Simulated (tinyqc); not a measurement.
Worked calculation: MP2 on RHF in the sto-3g basis, frozen core, for BeH2, spin multiplicity 1. One step of it, computed by the program tinyqc.

Question. Integrals over molecular orbitals. (pq|rs) = sum C_ip C_jq C_kr C_ls (ij|kl), one index at a time.

coefficients C:
```
               MO1        MO2        MO3        MO4       MO5        MO6        MO7
1Be 1s    0.991785  -0.217549   0.000000   0.027138  0.000000  -0.224401   0.000000
1Be 2s    0.031665   0.580210   0.000000  -0.118551  0.000000   1.138831   0.000000
1Be 2px   0.000000   0.000000   0.000000   0.000000  1.000000   0.000000   0.000000
1Be 2py   0.000000   0.000000   0.499414   0.000000  0.000000   0.000000   1.331166
1Be 2pz  -0.000029   0.012826   0.000000   0.992763  0.000000   0.128537   0.000000
2H 1s    -0.003494   0.392669   0.416052   0.053480  0.000000  -0.774255  -0.928710
3H 1s    -0.003494   0.392669  -0.416052   0.053480  0.000000  -0.774255   0.928710
```

core Hamiltonian H = T + V (hartree), lower triangle:
```
            1Be 1s     1Be 2s    1Be 2px    1Be 2py    1Be 2pz      2H 1s      3H 1s
1Be 1s   -8.604043
1Be 2s   -2.123503  -2.802511
1Be 2px   0.000000   0.000000  -2.264239
1Be 2py   0.000000   0.000000   0.000000  -2.474986
1Be 2pz  -0.001724  -0.015072   0.000000   0.000000  -2.264878
2H 1s    -0.465993  -1.149822   0.000000  -1.222799  -0.068878  -2.117115
3H 1s    -0.465993  -1.149822   0.000000   1.222799  -0.068878  -0.088695  -2.117115
```

Two-electron integrals (ij|kl) in chemists' order, unique and non-zero (hartree):
```
(11|11) 2.298831    (21|11) 0.392036    (21|21) 0.079539    (22|11) 0.570988
(22|21) 0.143041    (22|22) 0.417683    (31|31) 0.014607    (32|31) 0.021888
(32|32) 0.092265    (33|11) 0.569578    (33|21) 0.143083    (33|22) 0.417589
(33|33) 0.449859    (41|41) 0.014607    (42|41) 0.021888    (42|42) 0.092265
(43|43) 0.024249    (44|11) 0.569578    (44|21) 0.143083    (44|22) 0.417589
(44|33) 0.401360    (44|44) 0.449859    (51|51) 0.014607    (52|51) 0.021888
(52|52) 0.092265    (53|53) 0.024249    (54|54) 0.024249    (55|11) 0.569578
(55|21) 0.143083    (55|22) 0.417589    (55|33) 0.401360    (55|44) 0.401360
(55|55) 0.449859    (61|11) 0.083929    (61|21) 0.017018    (61|22) 0.030856
(61|33) 0.030635    (61|41) 0.001509    (61|42) 0.002841    (61|44) 0.031312
(61|51) 0.000083    (61|52) 0.000157    (61|54) 0.000037    (61|55) 0.030637
(61|61) 0.003820    (62|11) 0.199792    (62|21) 0.050763    (62|22) 0.160991
(62|33) 0.154933    (62|41) 0.006646    (62|42) 0.040410    (62|44) 0.172907
(62|51) 0.000366    (62|52) 0.002226    (62|54) 0.000990    (62|55) 0.154988
(62|61) 0.012014    (62|62) 0.091608    (63|31) 0.004711    (63|32) 0.021922
(63|43) 0.007037    (63|53) 0.000388    (63|63) 0.008535    (64|11) 0.212684
(64|21) 0.054708    (64|22) 0.181984    (64|33) 0.171198    (64|41) 0.010814
(64|42) 0.062921    (64|44) 0.203317    (64|51) 0.000336    (64|52) 0.002259
(64|54) 0.001382    (64|55) 0.171252    (64|61) 0.013546    (64|62) 0.117899
(64|64) 0.156887    (65|11) 0.011717    (65|21) 0.003014    (65|22) 0.010026
(65|33) 0.009431    (65|41) 0.000336    (65|42) 0.002259    (65|44) 0.010426
(65|51) 0.004729    (65|52) 0.022046    (65|54) 0.007092    (65|55) 0.010210
(65|61) 0.000746    (65|62) 0.006495    (65|64) 0.008173    (65|65) 0.008985
(66|11) 0.366133    (66|21) 0.094716    (66|22) 0.336297    (66|33) 0.311896
(66|41) 0.014703    (66|42) 0.114853    (66|44) 0.384612    (66|51) 0.000810
(66|52) 0.006327    (66|54) 0.004006    (66|55) 0.312117    (66|61) 0.023029
(66|62) 0.241991    (66|64) 0.330949    (66|65) 0.018232    (66|66) 0.774606
(71|11) 0.083929    (71|21) 0.017018    (71|22) 0.030856    (71|33) 0.030635
(71|41) -0.001509   (71|42) -0.002841   (71|44) 0.031312    (71|51) 0.000083
(71|52) 0.000157    (71|54) -0.000037   (71|55) 0.030637    (71|61) 0.003487
(71|62) 0.010139    (71|64) 0.010522    (71|65) 0.000635    (71|66) 0.018675
(71|71) 0.003820    (72|11) 0.199792    (72|21) 0.050763    (72|22) 0.160991
(72|33) 0.154933    (72|41) -0.006646   (72|42) -0.040410   (72|44) 0.172907
(72|51) 0.000366    (72|52) 0.002226    (72|54) -0.000990   (72|55) 0.154988
(72|61) 0.010139    (72|62) 0.047981    (72|64) 0.049402    (72|65) 0.003357
(72|66) 0.093634    (72|71) 0.012014    (72|72) 0.091608    (73|31) 0.004711
(73|32) 0.021922    (73|43) -0.007037   (73|53) 0.000388    (73|63) 0.003557
(73|73) 0.008535    (74|11) -0.212684   (74|21) -0.054708   (74|22) -0.181984
(74|33) -0.171198   (74|41) 0.010814    (74|42) 0.062921    (74|44) -0.203317
(74|51) -0.000336   (74|52) -0.002259   (74|54) 0.001382    (74|55) -0.171252
(74|61) -0.010522   (74|62) -0.049402   (74|64) -0.048969   (74|65) -0.003403
(74|66) -0.095230   (74|71) -0.013546   (74|72) -0.117899   (74|74) 0.156887
(75|11) 0.011717    (75|21) 0.003014    (75|22) 0.010026    (75|33) 0.009431
(75|41) -0.000336   (75|42) -0.002259   (75|44) 0.010426    (75|51) 0.004729
(75|52) 0.022046    (75|54) -0.007092   (75|55) 0.010210    (75|61) 0.000635
(75|62) 0.003357    (75|64) 0.003403    (75|65) 0.003787    (75|66) 0.006698
(75|71) 0.000746    (75|72) 0.006495    (75|74) -0.008173   (75|75) 0.008985
(76|11) 0.015014    (76|21) 0.003715    (76|22) 0.010505    (76|33) 0.010342
(76|44) 0.010815    (76|51) 0.000054    (76|52) 0.000261    (76|55) 0.010352
(76|61) 0.000805    (76|62) 0.004163    (76|64) 0.004778    (76|65) 0.000323
(76|66) 0.008936    (76|71) 0.000805    (76|72) 0.004163    (76|74) -0.004778
(76|75) 0.000323    (76|76) 0.000269    (77|11) 0.366133    (77|21) 0.094716
(77|22) 0.336297    (77|33) 0.311896    (77|41) -0.014703   (77|42) -0.114853
(77|44) 0.384612    (77|51) 0.000810    (77|52) 0.006327    (77|54) -0.004006
(77|55) 0.312117    (77|61) 0.018675    (77|62) 0.093634    (77|64) 0.095230
(77|65) 0.006698    (77|66) 0.184492    (77|71) 0.023029    (77|72) 0.241991
(77|74) -0.330949   (77|75) 0.018232    (77|76) 0.008936    (77|77) 0.774606
```

Give: one-electron integrals over orbitals h = C^T H C; Two-electron integrals over orbitals.

Answer.

one-electron integrals over orbitals h = C^T H C (hartree), lower triangle:
```
         1        2        3        4        5        6        7
1  -8.5925
2   0.2161  -2.3854
3   0.0000   0.0000  -2.3358
4  -0.0282   0.0084   0.0000  -2.2616
5   0.0000   0.0000   0.0000   0.0000  -2.2642
6   0.1988  -0.2088   0.0000  -0.0296   0.0000  -1.9100
7   0.0000   0.0000  -0.2980   0.0000   0.0000   0.0000  -1.8379
```

Two-electron integrals over orbitals (pq|rs), unique and non-zero (hartree); the lowest 1 orbital is frozen and left out:
```
(22|22) 0.3873    (32|32) 0.1620    (33|22) 0.4000    (33|33) 0.4232
(42|22) 0.0054    (42|33) 0.0058    (42|42) 0.0484    (43|32) 0.0073
(43|43) 0.0141    (44|22) 0.3611    (44|33) 0.3466    (44|42) -0.0150
(44|44) 0.4509    (52|52) 0.0483    (53|53) 0.0136    (54|52) -0.0051
(54|54) 0.0247    (55|22) 0.3618    (55|33) 0.3468    (55|42) -0.0050
(55|44) 0.4010    (55|55) 0.4499    (62|22) -0.0193   (62|33) -0.0436
(62|42) -0.0021   (62|44) 0.0578    (62|55) 0.0594    (62|62) 0.0800
(63|32) -0.0928   (63|43) -0.0061   (63|63) 0.0842    (64|22) 0.0018
(64|33) -0.0019   (64|42) 0.0449    (64|44) -0.0027   (64|55) 0.0038
(64|62) 0.0121    (64|64) 0.0485    (65|52) 0.0468    (65|54) -0.0034
(65|65) 0.0499    (66|22) 0.3882    (66|33) 0.3987    (66|42) 0.0143
(66|44) 0.3590    (66|55) 0.3612    (66|62) -0.0292   (66|64) 0.0091
(66|66) 0.4061    (72|32) -0.0418   (72|43) -0.0064   (72|63) 0.0614
(72|72) 0.0568    (73|22) -0.0026   (73|33) -0.0189   (73|42) -0.0091
(73|44) 0.0645    (73|55) 0.0646    (73|62) 0.0751    (73|64) 0.0051
(73|66) -0.0231   (73|73) 0.0847    (74|32) -0.0153   (74|43) 0.0129
(74|63) 0.0093    (74|72) 0.0026    (74|74) 0.0183    (75|53) 0.0135
(75|75) 0.0168    (76|32) 0.1406    (76|43) 0.0082    (76|63) -0.0925
(76|72) -0.0517   (76|74) -0.0132   (76|76) 0.1372    (77|22) 0.4148
(77|33) 0.4325    (77|42) 0.0013    (77|44) 0.3853    (77|55) 0.3848
(77|62) -0.0278   (77|64) -0.0035   (77|66) 0.4236    (77|73) -0.0035
(77|77) 0.4722
```
